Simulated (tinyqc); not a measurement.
Classical nucleation, growth and JMAK kinetics of crystallisation from a melt or glass: one step, computed by the program tinyqc. Command: `OMP_NUM_THREADS=1 python tinyqc.py 3017688 3017689 out.jsonl nucl walk`. One thread of a shared host (Intel(R) Xeon(R) Processor @ 2.30GHz), about 0.01 s of CPU time with the checks.

A spherical nucleus cap on a flat wall with a sharp interface of isotropic energy gamma; lambda = Omega^(1/3) is the jump distance.

Problem. Critical nucleus. Driving force per volume: dG = H [(T_m - T)/T_m] [2 T/(T_m + T)]. Shape factor f = (2 + cos theta)(1 - cos theta)^2/4. W(r) = f [4 pi r^2 gamma - (4/3) pi r^3 dG]; r* = 2 gamma/dG; W* = f 16 pi gamma^3/(3 dG^2); n* = f (4/3) pi r*^3/Omega.

Inputs (values chosen for the exercise, for a model substance): melting point T_m = 1570 K; heat of melting per volume H = 4780 J/cm^3; interface energy gamma = 0.426 J/m^2; atomic volume Omega = 15.6 angstrom^3; temperature T = 919 K; contact angle theta = 85 degrees.

Nucleation: on a flat wall. Driving force: Thompson-Spaepen.

Constants: e = 1.602176634e-19 C; k_B = 1.380649e-23 J/K.

Give: driving force dG; shape factor f; critical radius r*; barrier W*; atoms in the nucleus n*; W*/(k_B T).

Solution.

driving force dG = 1464 J/cm^3

shape factor f = 0.4348

critical radius r* = 0.5821 nm

barrier W* = 1.641 eV

atoms in the nucleus n* = 23.03

W*/(k_B T) = 20.72

The wall leaves r* unchanged and cuts the barrier to 43.5 % of the homogeneous value. W* equals n* Omega dG/2 = 1.641 eV.
